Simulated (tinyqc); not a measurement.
Changing the mean free path l: BCS gap equation with a constant attraction inside the Debye window. Computed by tinyqc, a small Python program. Command: `OMP_NUM_THREADS=1 python tinyqc.py 3024325 3024326 out.jsonl bcs sweep`. One thread of a shared host (Intel(R) Xeon(R) Processor @ 2.30GHz), about 0.01 s of CPU time with the checks.

Pairs attract with strength V for |xi| < k_B Theta; N(0) is the density of states for one spin. Energies are given as temperatures (E/k_B, in K) unless marked.

Inputs (values chosen for the exercise, modelled on titanium nitride): coupling N(0)V = 0.213; Debye temperature Theta = 550 K; Fermi velocity v_F = 760000 m/s; electron density n = 5.13 1e28/m^3.

Solver: secant.

Constants: k_B = 8.617333262e-05 eV/K; hbar = 1.054571817e-34 J s; k_B = 1.380649e-23 J/K; m_0 = 9.1093837015e-31 kg; eps_0 = 8.8541878128e-12 F/m; c = 299792458 m/s; e = 1.602176634e-19 C.

Method. At T = 0 the gap equation 1/(N(0)V) = int_0^Theta d xi/sqrt(xi^2 + Delta^2) has the integral arcsinh(Theta/Delta), so Delta_0 = Theta/sinh(1/(N(0)V)); weak coupling gives 2 Theta exp(-1/(N(0)V)). xi_0 = hbar v_F/(pi Delta_0); lambda_L = sqrt(m_0 eps_0 c^2/(n e^2)); N(0) = 3 n/(2 m_0 v_F^2) for one spin; condensation energy N(0) Delta_0^2/2 = B_c^2/(2 mu_0), mu_0 = 1/(eps_0 c^2); with scattering lambda = lambda_L sqrt(1 + xi_0/l) in the local limit (where xi_0 and l both exceed lambda, nonlocal response makes the true depth larger); Ginzburg-Landau kappa = 0.96 lambda_L/xi_0 + 0.72 lambda_L/l. Free-electron mass throughout; heavier carriers, as in niobium or vanadium, give a larger lambda_L and kappa and can make the metal type II.

One run for each value:
```
mean free path l (nm)  Ginzburg-Landau kappa  depth with scattering (nm)  coherence length xi_0 (nm)
1                                     17.015                      318.88                      183.73
3                                      5.754                      185.10                      183.73
8                                      2.234                      114.86                      183.73
20                                     0.967                       74.88                      183.73
70                                     0.364                       44.67                      183.73
200                                    0.207                       32.50                      183.73
600                                    0.151                       26.81                      183.73
2000                                   0.131                       24.52                      183.73
5000                                   0.126                       23.89                      183.73
```

Over the rows, Ginzburg-Landau kappa falls from 17.0 to 0.126 (exponent d ln y / d ln x -0.99 between the first rows and -0.043 between the last); depth with scattering (nm) falls from 319 to 23.9 (exponent d ln y / d ln x -0.50 between the first rows and -0.028 between the last); coherence length xi_0 (nm) does not change. At the low end the exponent of Ginzburg-Landau kappa is -0.99, close to -1: the dirty limit. At the low end the exponent of depth with scattering is -0.50, close to -0.50: the dirty limit. At the high end the exponent of depth with scattering is -0.03, close to 0: the clean limit. The metal turns from type II to type I between l = 20 and 70 nm.
